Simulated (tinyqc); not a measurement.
# Tersoff bond-order potential, step by step

A worked calculation. Computed by tinyqc, a small Python program that keeps every step. Command: `OMP_NUM_THREADS=1 python tinyqc.py 3003733 3003734 out.jsonl tersoff walk`. One thread of a shared host (Intel(R) Xeon(R) Processor @ 2.30GHz), about 0.01 s of CPU time with the checks. Intermediate numbers are printed to about 5 digits and carried at full precision; extremes and crossings named in words are read from the listed rows.

E = (1/2) sum_(i, j != i) [A exp(-lambda r_ij) - b_ij B exp(-mu r_ij)], b_ij = (1 + (beta zeta_ij)^n)^(-1/(2n)), zeta_ij = sum_(k != i, j) g(theta_ijk), g = 1 + c^2/d^2 - c^2/(d^2 + (h - cos theta)^2), with theta at atom i. Only nearest neighbours count (cut-off function 1 for them, 0 beyond).

Inputs (values chosen for the exercise, modelled on germanium): A = 1760.7 eV; B = 416.7 eV; lambda = 2.4451 1/angstrom; mu = 1.7047 1/angstrom; beta = 9.58e-07; n = 0.7497; c = 107700; d = 15.47; h = -0.4255; bond length r_12 = 2.38 angstrom; bond length r_13 = 2.5 angstrom; angle theta at atom 1 = 132 degrees.

Constants: 1 eV/angstrom^3 = 160.2176634 GPa.

## An open trimer

Atom 1 binds atoms 2 and 3, which do not interact. b_12 = b_13 follow from zeta = g(theta); b_21 = b_31 = 1. E = sum over the two bonds of A exp(-lambda r) - (b + 1)/2 B exp(-mu r).

g(theta) = 12019

bond order b_12 = 0.97719

repulsive terms (eV): [5.2285, 3.8990]

attractive terms B exp(-mu r) (eV): [7.2079, 5.8745]

energy of the trimer = -3.8057 eV

g is least (g = 1) at cos theta = h, 115.2 degrees, wider than the tetrahedral 109.47.

## The diamond lattice

zeta = 3 g(cos theta = -1/3). With z equal bonds of order b, r = ln(lambda A/(mu b B))/(lambda - mu) and E per atom = -(z/2) b B exp(-mu r)(1 - mu/lambda). a0 = 4 r/sqrt3; B0 = phi''(r)/(3 a0) with phi'' = mu (lambda - mu) b B exp(-mu r), since b does not change under uniform scaling.

zeta = 5163.9

bond order b = 0.98773

bond length = 2.4502 angstrom

energy per atom of the diamond lattice = -3.8253 eV

lattice constant a0 = 5.6585 angstrom

bulk modulus B0 = 75.242 GPa

## Elastic constants of the diamond lattice

Second derivatives of the energy per atom, volume V = a0^3/8: e_xx gives C11; e_xx = -e_yy gives 2 (C11 - C12); e_xy = e_yx = s/2 with a sublattice shift u_z gives C44 = (E_ss - E_su^2/E_uu)/V and Kleinman's parameter |E_su/E_uu|/(a0/4).

C11 = 151.41 GPa

C12 = 37.158 GPa

C44 = 74.214 GPa

Kleinman's parameter = 0.43340

## Unrelaxed vacancy

Each of the four neighbours loses one bond; its three other bonds now have zeta = 2 g, for the direction that starts at it. E_v = -E + 12 x (1/2)(b(3g) - b(2g)) B exp(-mu r), where -E is the pair-like cost.

b(2g) = 0.99091

unrelaxed vacancy energy E_v = 3.7033 eV

Stronger back bonds return 0.122 eV, so E_v is 97 % of the cohesive energy.

## Energy against coordination

Angles seen from one bond (cos theta: count): chain -1: 1; graphitic -1/2: 2; diamond -1/3: 3; square net 0: 2, -1: 1; simple cubic 0: 4, -1: 1; bcc 1/3: 3, -1/3: 3, -1: 1; fcc 1/2: 4, 0: 2, -1/2: 4, -1: 1.

Relaxed structures:
```
structure      z        zeta       b  r (angstrom)  E per atom (eV)  E per bond (eV)
dimer          1           0  1.0000        2.4335          -0.9961          -1.9922
chain          2  6.6751e+04  0.9232        2.5415          -1.5302          -1.5302
graphitic      3  2.2500e+03  0.9934        2.4425          -2.9234          -1.9489
diamond        4  5.1639e+03  0.9877        2.4502          -3.8253          -1.9126
square net     4  1.4003e+05  0.8749        2.6140          -2.5630          -1.2815
simple cubic   6  2.1331e+05  0.8377        2.6727          -3.3304          -1.1101
bcc            8  4.2093e+05  0.7610        2.8025          -3.2332          -0.8083
fcc           12  8.3594e+05  0.6643        2.9860          -3.0960          -0.5160
```

The lowest are diamond, simple cubic and bcc, the first two 0.495 eV apart. The bond order falls from 1 to 0.664 and the bond weakens from -1.99 to -0.52 eV, as b^(lambda/(lambda - mu)) with exponent 3.30. With the same z = 4 the square net lies 1.26 eV above diamond, from its angles alone. Caution: in bcc and other dense structures second neighbours can fall inside the usual cut-off; they are left out here.

Checks made by the program: (C11 + 2 C12)/3 against B0 (relative difference 2e-08).
